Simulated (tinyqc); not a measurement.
A spin-degenerate level with charging energy between two leads, rate equations: one step of the calculation.

States 0, up, down and 2 with energies 0, e1 - Ez/2, e1 + Ez/2 and 2 e1 + U. mu_L = +V/2, mu_R = -V/2 (meV), f(x) = 1/(1 + exp(x/kB T)). A transition that adds one electron of given spin at the energy E has the rate G f(E - mu) from each lead, and its reverse G [1 - f(E - mu)]. I counts electrons leaving the left lead, times q.

Task. Steady state and current. Steady state: W p = 0 with sum p = 1. I = q GL sum over transitions i-j of [fL p_i - (1 - fL) p_j].

Parameters, values chosen for the exercise: tunnel rate to the left lead GL = 0.069 1/ns; tunnel rate to the right lead GR = 0.81 1/ns.

Constants: q = 1.602176634e-19 C. Results are converted to the units shown.

W (1/ns):

|  | 0 | up | down | 2 |
|---|---|---|---|---|
| 0 | -0.1176625 | 0.8109268 | 0.8294107 | 0.0000000 |
| up | 0.0680732 | -0.8109290 | 0.0000000 | 0.8789978 |
| down | 0.0495893 | 0.0000000 | -0.8294730 | 0.8789378 |
| 2 | 0.0000000 | 0.0000022 | 0.0000622 | -1.7579356 |

fL, transition 0-up to down-2: [0.98629487, 0.71867515, 0.00003203, 0.00090163]

Give: p; mean number of electrons; I.

Result.

p: 0 0.8743, up 0.0734, down 0.0523, 2 0.0000
mean number of electrons = 0.1257
I = 16.31 pA

In units of q GL GR/(GL + GR) = 10.2 pA the current is 1.60; two independent spin channels fully inside the bias window would give 2.

Range of the model: Rate equations need hbar G well below kB T; cotunnelling and the Kondo effect are left out.

tinyqc, about 0.01 s, one thread, Intel Xeon 2.30GHz (shared host): `OMP_NUM_THREADS=1 python tinyqc.py 2780134 2780135 out.jsonl`
